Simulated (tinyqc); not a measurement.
Worked calculation: spherical quantum dot. Values are carried at full precision from step to step, so a last printed digit may differ when a step is redone from the rounded ones.

With hard walls E = c (x/R)^2/mw, x a zero of j_l: 1s 3.141593; 2s 6.283185; 1p 4.493409; 2p 7.725252; 1d 5.763459; 2d 9.095011; 1f 6.987932; 2f 10.417119.

Constants: hbar^2/2m0 = 3.80998211 eV angstrom^2; e^2/(4 pi eps0) = 14.39964547 eV angstrom; Ry = 13.60569312 eV; a0 (Bohr radius) = 0.5291772105 angstrom; hc = 1239.841984 eV nm.

Values chosen for the exercise (near those of an InGaAs dot in InP; the results hold for these values, not for the real material): R = 83 angstrom (radius); mw = 0.0412 m0 (mass inside); V0 = 0.257 eV (barrier height); mb = 0.08 m0 (mass outside); E = 0.0732 eV (trial energy); Eg = 0.794 eV (bulk gap); mh = 0.4 m0 (hole mass); eps = 13.4 (dielectric constant inside); eps_o = 6.7 (dielectric constant beyond a thin barrier shell (oxide or ligands)).

## Hard-wall levels

The six lowest of these, with their orbital degeneracy; c = hbar^2/2m0.

Hard walls:
```
state  degeneracy       x  E (eV)
1s              1  3.1416  0.1325
1p              3  4.4934  0.2710
1d              5  5.7635  0.4459
2s              1  6.2832  0.5299
1f              7  6.9879  0.6555
2p              3  7.7253  0.8011
```

Shells close, with spin and per valley, at 2, 8, 18, 20 electrons; levels above about 0.3 eV are beyond a parabolic mass, and anisotropic valleys split the shells. The real barrier, V0 = 0.257 eV, lies below 5 values at the end of the list.

## The matching condition at a trial energy

A sphere of radius R, isotropic masses, c = hbar^2/2m0, k = sqrt(mw E/c), kappa = sqrt(mb (V0 - E)/c). State n l is the spherical Bessel function j_l(k r) inside and k_l(kappa r) outside; psi and psi'/m are continuous: (k/mw) j_l'(kR)/j_l(kR) = (kappa/mb) k_l'(kappa R)/k_l(kappa R). For l = 0 this reads kR cot(kR) = 1 - (mw/mb)(1 + kappa R).

Both sides for the lowest state, in the form for l = 0.

k R = 2.3352
kappa R = 5.1563
left side = -2.2391
right side = -2.1705

The left side falls with E and the right side rises; here the left is the smaller, so the level lies below the trial energy.

## Bound levels

All roots below V0 for angular numbers 0 to 3, two each at most; the last column is the ratio to the hard-wall level.

Finite barrier:
```
state  degeneracy  E (eV)     k R  E/E(hard)
1s              1  0.0725  2.3234      0.547
1p              3  0.1485  3.3264      0.548
1d              5  0.2373  4.2042      0.532
```

3 levels of these are bound; the lowest reaches 55 % of its hard-wall value.

## Lowest optical transition

Brus estimate with the correlation term of Kayanuma, both carriers between hard walls: E = Eg + c (pi/R)^2 (1/mw + 1/mh) - 1.786 q/(eps R) - 0.248 Ry*, with q = e^2/(4 pi eps0), Ry* = Ry mu/eps^2, 1/mu = 1/mw + 1/mh, a* = a0 eps/mu, c = hbar^2/2m0. It assumes R below about a*.

Give the terms and the wavelength hc/E.

mu = 0.0374 m0
a* = 189.8 angstrom

confinement, Coulomb and correlation terms (eV): 0.1461  -0.0231  -0.0007

E = 0.9163 eV
wavelength = 1353.1 nm

R/a* = 0.44: strong confinement, as the formula assumes. For the electron, hard walls give 60 meV more than the finite barrier.

## Charging energy

Two electrons in the hard-wall 1s state repel by U = 1.786 q/(eps R) + q (1/eps_o - 1/eps)/R, the second term from the polarisation of the surface; q = e^2/(4 pi eps0). The addition energies are U for the second electron and U + E(1p) - E(1s) for the third, with U taken as constant and hard-wall levels.

direct term = 23.1 meV
polarisation term = 12.9 meV

addition energies (meV): 36.1  174.6

The hard-wall 1p level lies above the real barrier, so the second value is far too large.

## Checks

- Lowest level by radial finite differences against the matching condition, eV: both 0.0725.

Program tinyqc; command `OMP_NUM_THREADS=1 python tinyqc.py 1251383 1251384 out.jsonl`; about 0.05 s on one thread of a shared Intel(R) Xeon(R) Processor @ 2.30GHz.
